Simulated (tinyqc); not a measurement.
# Inputs raised by 2 %, one at a time

Model: microkinetic model of low-temperature epitaxy from hydride gases: adsorption, hydrogen desorption and rate control. Computed by tinyqc, a small Python program. Command: `OMP_NUM_THREADS=1 python tinyqc.py 3021118 3021119 out.jsonl hepi sens`. One thread of a shared host (Intel(R) Xeon(R) Processor @ 2.30GHz), about 0.02 s of CPU time with the checks.

Each hydride molecule needs two free sites and leaves four hydrogen atoms, of which two leave at once as H2; theta is the hydrogen coverage, the site density is 6.78 per nm^2 and one layer is 1.358 angstrom thick.

Inputs (values chosen for the exercise, close to those used for silane and germane on Si(001)): silane pressure p_S = 0.65 Pa; sticking prefactor of silane s0 = 0.13; adsorption barrier E_s = 0.29 eV; desorption prefactor nu_d = 2e+12 1/s; desorption energy on silicon E_d = 1.97 eV; hydrogen carrier pressure p_H = 86 Pa; sticking of hydrogen s_H = 7.6e-08; temperature T = 720 C; germane pressure p_G = 0.011 Pa; sticking ratio of germane to silane r_G = 4.3; lowering of E_d per unit germanium fraction, dE = 0.58 eV.

Film: silicon-germanium. Order of hydrogen desorption: first.

Constants: k_B = 8.617333262e-05 eV/K; u = 1.6605390666e-27 kg; k_B = 1.380649e-23 J/K.

Method:
- Flux per site F = p/(sqrt(2 pi M k_B T) x 6.78e18 per m^2), M = 32.12 u (silane), 76.63 u (germane), 2.016 u (hydrogen); s = s0 exp(-E_s/(k_B T)); k_S = s F_S, k_G = r_G s F_G; germanium fraction x = k_G/(k_S + k_G); k = k_S + k_G; k_H = s_H F_H; k_d = nu_d exp(-(E_d - dE x)/(k_B T)).
- Temperatures in kelvin are T(C) + 273.15.
- With k the hydride and k_H the hydrogen adsorption rate on free pairs and k_d the desorption rate, steady state: 2 (k + k_H)(1 - theta)^2 = k_d theta; growth rate R = k (1 - theta)^2 layers/s; 1 layer/s = 8.148 nm/min.
- With c = 2 (k + k_H)/k_d the free share is 1 - theta = 2/(1 + sqrt(1 + 4c)).
- X_i = d ln R/d ln k_i at fixed other constants. With f = 1 - theta and a = 2/f + 1/theta: d ln f/d ln k_d = 1/(a f), so X_d = 2/(a f), X_k = 1 - X_d k/(k + k_H), X_H = -X_d k_H/(k + k_H); they sum to 1.

Runs:
```
input moved                                            from       to  growth rate G (nm/min)  hydrogen coverage theta  X_d (desorption)  germanium fraction x
base run                                                  -        -                  48.411                 0.043862           0.08404              0.044993
sticking prefactor of silane s0                        0.13   0.1326                  49.297                 0.044657           0.08550              0.044993
desorption energy on silicon E_d (eV)                  1.97   2.0094                  46.167                 0.066285           0.12433              0.044993
germane pressure p_G (Pa)                             0.011  0.01122                  48.475                 0.043664           0.08368              0.045851
sticking ratio of germane to silane r_G                 4.3    4.386                  48.475                 0.043664           0.08368              0.045851
lowering of E_d per unit germanium fraction, dE (eV)   0.58   0.5916                  48.436                 0.043618           0.08359              0.044993
hydrogen carrier pressure p_H (Pa)                       86    87.72                  48.410                 0.043869           0.08405              0.044993
```

Exponents ln(y'/y) / ln(x'/x):
```
input                                            growth rate G  hydrogen coverage theta  X_d (desorption)  germanium fraction x
sticking prefactor of silane s0                          0.916                    0.907             0.869                 0.000
desorption energy on silicon E_d                        -2.397                   20.851            19.778                 0.000
germane pressure p_G                                     0.066                   -0.228            -0.218                 0.955
sticking ratio of germane to silane r_G                  0.066                   -0.228            -0.218                 0.955
lowering of E_d per unit germanium fraction, dE          0.026                   -0.282            -0.270                 0.000
hydrogen carrier pressure p_H                           -0.001                    0.008             0.008                 0.000
```

Among the inputs moved here: growth rate G answers most in size to desorption energy on silicon E_d (exponent -2.397), next to sticking prefactor of silane s0 (+0.916). Its exponent -0.001 in hydrogen carrier pressure p_H: carrier hydrogen plays no part. Hydrogen coverage theta answers most in size to desorption energy on silicon E_d (exponent +20.851), next to sticking prefactor of silane s0 (+0.907). X_d (desorption) answers most in size to desorption energy on silicon E_d (exponent +19.778), next to sticking prefactor of silane s0 (+0.869). Germanium fraction x answers most in size to sticking ratio of germane to silane r_G (exponent +0.955), and about equally to germane pressure p_G (+0.955); its exponent is below 0.0005 for sticking prefactor of silane s0, desorption energy on silicon E_d, lowering of E_d per unit germanium fraction, dE, hydrogen carrier pressure p_H. Its exponent 0.000 in sticking prefactor of silane s0: both hydrides share s. Its exponent +0.955 in germane pressure p_G: dilute alloy.
